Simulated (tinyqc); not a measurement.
p-i-n power rectifier, conductivity modulation at high injection: forward voltage and stored charge against the high-level lifetime.

A drift layer from x = -d to d (2 d = W) between ideal p+ and n+ emitters (no recombination in them). High injection, n = p, ambipolar diffusion with one lifetime; both mobilities scale as (T/300 K)^(-bt).

Triangular field at breakdown with Ec = Kc N^(1/8): BV = eps0 eps_r Ec^2/(2 q N), so N = (eps0 eps_r Kc^2/(2 q BV))^(4/3); W = 2 BV/Ec; mu = mud (T/300 K)^(-bt); rho = 1/(q mu N); ideal resistance rho W. Da = 2 mun mup Vt/(mun + mup), La = sqrt(Da tau), B = (mun - mup)/(mun + mup) with mun = mud (T/300 K)^(-bt), mup likewise; n(x) = (tau J/(2 q La)) [cosh(x/La)/sinh(d/La) - B sinh(x/La)/cosh(d/La)]. Ohmic drop: integral of J/(q (mun + mup) n); diffusion (Dember) drop Vt B ln(n(-d)/n(d)); both junctions together Vt ln(n(-d) n(d)/ni^2), ni = sqrt(Nc Nv) exp(-Eg/(2 Vt)), Eg in volts; V_F = the sum; stored charge q times the integral of n. Integrals on a fine grid. Peak reverse current if all stored charge left in a linear ramp without recombination (an upper bound): sqrt(2 a Q). Rows where n falls below the doping are left out.

Inputs (values chosen for the exercise); bulk values close to those of 4H silicon carbide: temperature T = 450 K; relative permittivity eps_r = 9.49; critical-field constant Kc = 23100 V/cm per (cm^-3)^(1/8); rated breakdown voltage of the drift layer BV = 13000 V; drift mobility at 300 K mud = 820 cm^2/(V s); temperature exponent of the drift mobility bt = 2.5; hole mobility at 300 K mup = 110 cm^2/(V s); band gap Eg = 3.14 eV; conduction-band density of states at T Nc = 3.12e19 cm^-3; valence-band density of states at T Nv = 4.59e19 cm^-3; forward current density J = 200 A/cm^2; ramp rate of the current at turn-off a = 1600 A/(cm^2 us).

Constants: q = 1.602176634e-19 C, kB = 1.380649e-23 J/K, Vt = kB T/q, eps0 = 8.8541878128e-14 F/cm where lengths are in cm. Results are converted to the units shown.

The same in every row: J rho W (V) = 133.7.

Results:
```
tau (s),d/La,"drift drop, ohmic and diffusion (V)",junction drops (V),V_F (V),Q (uC/cm^2),sqrt(2 a Q) (A/cm^2),lowest n over N
1.7e-6,3.788,1.716,2.770,4.486,340.0,1043,28.19
3.5e-6,2.640,0.5239,2.800,3.324,700.0,1497,129.7
7.3e-6,1.828,0.2100,2.839,3.049,1460,2161,453.2
3.2e-5,0.8731,0.04983,2.938,2.988,6400,4525,3564
6.6e-5,0.6079,0.02575,2.991,3.016,1.320e4,6499,8444
0.00014,0.4174,0.01274,3.046,3.059,2.800e4,9466,1.938e4
0.00029,0.2900,0.006328,3.101,3.107,5.800e4,1.362e4,4.172e4
0.0006,0.2016,0.003105,3.156,3.159,1.200e5,1.960e4,8.800e4
```

Estimate the missing row, tau = 1.5e-5 s.

Computed row:
```
tau (s),d/La,"drift drop, ohmic and diffusion (V)",junction drops (V),V_F (V),Q (uC/cm^2),sqrt(2 a Q) (A/cm^2),lowest n over N
1.5e-5,1.275,0.1005,2.885,2.986,3000,3098,1312
```

With this row back in the table: V_F goes from 4.49 through a minimum of 2.99 (at tau = 1.5e-5 among the rows listed) to 3.16 V; the drift drop falls from 1.72 to 0.00311 V and the junction drops rise from 2.77 to 3.16 V. The minimum falls at d/La = 1.3: a short lifetime starves the middle of the layer, a long one raises the edge densities and with them the junction drops. Where n exceeds a few 1e17 cm^-3, emitter and Auger recombination, left out here, lower n and change V_F.

Numbers from tinyqc (`OMP_NUM_THREADS=1 python tinyqc.py 2230047 2230048 out.jsonl`; about 0.01 s on one thread of a shared Intel Xeon 2.30GHz).
